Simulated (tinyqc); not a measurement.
Pinning of the barrier by interface states.

Cowley-Sze model with the space charge neglected: phiB = S (phiM - chi) + (1 - S)(Eg - phi0), S = 1/(1 + q Dit dl/(eps0 ei)), dl in cm.

Values chosen for this exercise; band and dielectric values close to those of 4H silicon carbide: band gap Eg = 3.27 eV; electron affinity chi = 3.54 eV; thickness of the interfacial layer dl = 0.6 nm; relative permittivity of the interfacial layer ei = 1; neutral level above the valence band phi0 = 1.92 eV; metal work function phiM = 4.51 eV.

Constants: q = 1.602176634e-19 C, eps0 = 8.8541878128e-14 F/cm where lengths are in cm. Results are converted to the units shown.

Pinning of the barrier by interface states:

| Dit (cm^-2 eV^-1) | S | phiB (eV) | change of phiB for 0.5 eV more work function (eV) |
|---|---|---|---|
| 1e11 | 0.98926 | 0.97408 | 0.49463 |
| 3e11 | 0.96846 | 0.98199 | 0.48423 |
| 1e12 | 0.90206 | 1.0072 | 0.45103 |
| 3e12 | 0.75431 | 1.0634 | 0.37716 |
| 1e13 | 0.47945 | 1.1678 | 0.23973 |
| 3e13 | 0.23490 | 1.2607 | 0.11745 |
| 1e14 | 0.084338 | 1.3180 | 0.042169 |
| 3e14 | 0.029787 | 1.3387 | 0.014894 |
| 1e15 | 0.0091265 | 1.3465 | 0.0045633 |

S falls from 0.989 to 0.00913, passing 1/2 at Dit = eps0 ei/(q dl) = 9.21e12 cm^-2 eV^-1. The barrier rises from 0.974 to 1.35 eV, from near the Schottky-Mott value phiM - chi = 0.970 eV towards the pinned value Eg - phi0 = 1.35 eV.

Computed by the program tinyqc: `OMP_NUM_THREADS=1 python tinyqc.py 2020127 2020128 out.jsonl`, one thread of a shared Intel Xeon 2.30GHz, about 0.07 s for the whole run.
